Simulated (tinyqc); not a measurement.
Worked calculation: free and nearly free electrons in a metal. Values are carried at full precision from step to step, so a last printed digit may differ when a step is redone from the rounded ones.

The cubic cell holds 2 atoms: n = 2 z/a^3, kF = (3 pi^2 n)^(1/3), EF = c kF^2/m, vF = 2 c kF/(m hbar), c = hbar^2/2m0; rs = (3/(4 pi n))^(1/3)/a0; D(EF) = 3 n/(2 EF).

Constants: hbar^2/2m0 = 3.80998211 eV angstrom^2; hbar = 6.58211957e-16 eV s; a0 (Bohr radius) = 0.5291772105 angstrom; kB = 8.617333262e-05 eV/K.

Values chosen for the exercise (near those of K; not measured data): a = 5.224 angstrom (bcc lattice constant); z = 1 (free electrons an atom); m = 1.32 m0 (mass); rho = 7.5 micro-ohm cm (bulk resistivity); T = 300 K; V = 0.55 eV (|V_G| for G = (110)); x = 0.61 (k along G as a share of |G|/2).

## The Fermi sphere

Evaluate the free-electron quantities.

n = 0.01403 1/angstrom^3
kF = 0.7461 1/angstrom
EF = 1.607 eV
vF = 6.544e+05 m/s
rs = 4.861
D(EF) per atom = 0.9335 1/eV

A mass this far above 1 is of the kind met in the specific heat (electron-phonon coupling); it understates EF and vF of the real bands.

## Relaxation time and mean free path

Drude: 1/rho = n e^2 tau/(m m0) with e = 1.602176634e-19 C and m0 = 9.1093837e-31 kg; mean free path l = vF tau; rho l = hbar kF/(n e^2) = 12 pi^3 hbar/(e^2 S) with S = 4 pi kF^2 does not depend on tau or m.

Use SI units: n in 1/m^3 (1e30 per 1/angstrom^3), rho in ohm m (1e-8 per micro-ohm cm).

tau = 44.52 fs
l = 29.13 nm
rho l = 21.850 1e-16 ohm m^2

Wires lose conductivity to surfaces and grain boundaries, with an excess that scales as rho l over the width and is of the order of rho itself at a width of l = 29 nm.

## Thermal quantities

gamma = (pi^2/3) kB^2 D(EF) per atom, times 96485.33 x 1e3 for mJ/(mol K^2); mu(T) = EF (1 - (pi kB T/EF)^2/12); Wiedemann-Franz kappa = L0 T/rho with L0 = (pi^2/3) (kB/e)^2, kB/e in V/K.

gamma = 2.200 mJ/(mol K^2)
mu - EF = -0.3421 meV
kappa = 98 W/(m K)

## The sphere against the zone faces

Take G = (hkl) 2 pi/a for (110), (200) and (211), with the number of equivalent faces. The Bragg plane of G lies at |G|/2 with |G| = (2 pi/a) sqrt(h^2 + k^2 + l^2). Where kF exceeds it, the sphere cuts the plane in a circle of radius sqrt(kF^2 - G^2/4).

Distance and circle for each G:
```
G,faces,|G|/2 (1/angstrom),kF/(|G|/2),circle radius
(110),12,0.8505,0.8773,-
(200),6,1.2028,0.6204,-
(211),24,1.4731,0.5065,-
```

The sphere stays inside the first zone; it reaches 0.877 of the way to the nearest faces.

## Two plane waves near the face

Two plane waves k and k - G, G = (110) (2 pi/a): H = [[c k^2/m, V], [V, c (k - G)^2/m]] with c = hbar^2/2m0.

Build H for k along G, diagonalise, and give the weight of the first wave in the lower state and its velocity along G relative to a free electron, (w k + (1 - w)(k - G))/k.

H (eV):
```
,1,2
1,0.7768,0.5500
2,0.5500,4.0337
```

levels (eV): 0.6865  4.1241

w = 0.9737
v/v_free = 0.9138

The splitting is 3.438 eV here and 2V = 1.1 eV on the face, where the normal velocity vanishes. There the lower band lies at 1.538 eV, below the free EF of 1.607 eV, so by this test the Fermi surface touches the face (V is large against EF, which it lowers, so the test is rough).

## Checks

- Lower level against the closed form of the 2 x 2 problem (eV): both 0.68647.
- The product rho l against hbar kF/(n e^2) (1e-16 ohm m^2): both 21.85.

Program tinyqc; command `OMP_NUM_THREADS=1 python tinyqc.py 1650097 1650098 out.jsonl`; about 0.01 s on one thread of a shared Intel(R) Xeon(R) Processor @ 2.30GHz.
